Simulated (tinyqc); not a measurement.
Deep trap from a strong local potential in a two-band host (Koster-Slater model with semi-elliptic bands): one step, computed by the program tinyqc. Command: `OMP_NUM_THREADS=1 python tinyqc.py 3011070 3011071 out.jsonl deeptrap walk`. One thread of a shared host (Intel(R) Xeon(R) Processor @ 2.30GHz), about 0.03 s of CPU time with the checks.

The valence band spans -2 W_v to 0 and the conduction band E_g to E_g + 2 W_c. The orbital at the impurity site has weight f_v in the valence band and 1 - f_v in the conduction band, each spread as a semi-ellipse (2/(pi W^2)) sqrt(W^2 - x^2) about the band centre. The impurity adds U to this orbital. Spin is left out.

Problem. Thresholds and the vacancy level. In the gap G(E) = f_v (2/W_v^2)[x - sqrt(x^2 - W_v^2)] - (1 - f_v)(2/W_c^2)[y - sqrt(y^2 - W_c^2)], x = E + W_v, y = E_g + W_c - E. G falls across the gap from G(0) to G(E_g). A repulsive U binds if U > 1/G(0), an attractive one if U < 1/G(E_g); the vacancy level (U infinite) solves G(E) = 0 (bisection).

Inputs (values chosen for the exercise, with a gap close to that of CdTe):

| quantity | value | unit |
|---|---|---|
| gap E_g | 1.56 | eV |
| half-width of the valence band W_v | 2.6 | eV |
| half-width of the conduction band W_c | 4.2 | eV |
| valence weight f_v of the site orbital | 0.45 | - |

Impurity: repulsive, acceptor-like.

Give: G(0); G(E_g); repulsive threshold; attractive threshold; vacancy level.

Solution.

G(0) = 0.2328 1/eV

G(E_g) = -0.1404 1/eV

repulsive threshold = 4.296 eV

attractive threshold = -7.122 eV

vacancy level = 0.9271 eV
